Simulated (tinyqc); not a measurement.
From a target to a composition: model-solid line-up of a strained alloy layer on a substrate.

Problem. A layer of the alloy is strained to the substrate, and its gap (Ec minus the top valence edge) is given. Find x between 0.49 and 0.98, where the gap is monotonic.

All values of the alloy are linear in x but the gap, Eg(x) = (1 - x) Eg_A + x Eg_B - C x (1 - x), and the valence edge, Ev(x) = (1 - x) Ev_A + x Ev_B + fv C x (1 - x); Ec = Ev + Eg. Ev is the top of the unstrained valence band on a scale common to all materials. In the layer only the Gamma valley of the conduction band is followed, also where an X or L valley would lie lower.

Coherent growth on a (001) face: e_par = (a_s - a)/a, e_perp = -2 (C12/C11) e_par; exx = eyy = e_par, ezz = e_perp, no shear.

Strained edges: Ec + ac tr(e); the valence edges are Ev plus the levels of the 6 x 6 matrix of X, Y, Z times spin with -Dso/3 + l exx + m (eyy + ezz) on the diagonal (cyclic), n exy off it, l = av + 2 b, m = av - b, n = sqrt(3) d. Spin-orbit term (Dso/3) L.sigma on X, Y, Z with (L_k)_ij = -i epsilon_kij: <X+|H|Y+> = -i Dso/3, <X+|H|Z-> = Dso/3, <Y+|H|Z-> = -i Dso/3, <Z+|H|X-> = -Dso/3, <Z+|H|Y-> = i Dso/3, <X-|H|Y-> = i Dso/3, and their conjugates; + and - are the spin along z.

Inputs chosen for the exercise (A near InSb, B near InAs, substrate near GaSb; shifted at random, so the results belong to these values and not to a real crystal): a = (6.478, 6.058) angstrom (lattice constant of A, B); Eg = (0.237, 0.422) eV (gap at Gamma to the s-like level of A, B); Dso = (0.806, 0.39) eV (spin-orbit splitting of A, B); Ev = (0, -0.59) eV (top of the unstrained valence band of A, B); ac = (-6.88, -5.1) eV (conduction deformation potential of A, B); av = (0.36, 0.99) eV (valence hydrostatic potential of A, B); b = (-2.01, -1.78) eV (tetragonal shear potential of A, B); d = (-4.69, -3.62) eV (trigonal shear potential of A, B); C11 = (68.7, 83.7) GPa (of A, B); C12 = (37.7, 45.4) GPa (of A, B); C44 = (31.5, 39.3) GPa (of A, B); C = 0.772 eV (bowing of the gap); fv = 0.6 (share of the bowing taken by the valence edge); a_s = 6.088 angstrom (substrate); face = 001 (growth face).

strained gap = 0.331156 eV

Find: x; e_par; gap of the relaxed alloy.

Solution. Bisect on x; the strained gap is 0.1965 eV at x = 0.49 and 0.3692 eV at x = 0.98.

x = 0.890
e_par = -0.265 %
gap of the relaxed alloy = 0.326 eV

Program tinyqc; command `OMP_NUM_THREADS=1 python tinyqc.py 1080630 1080631 out.jsonl`; about 0.02 s on one thread of a shared Intel(R) Xeon(R) Processor @ 2.30GHz.
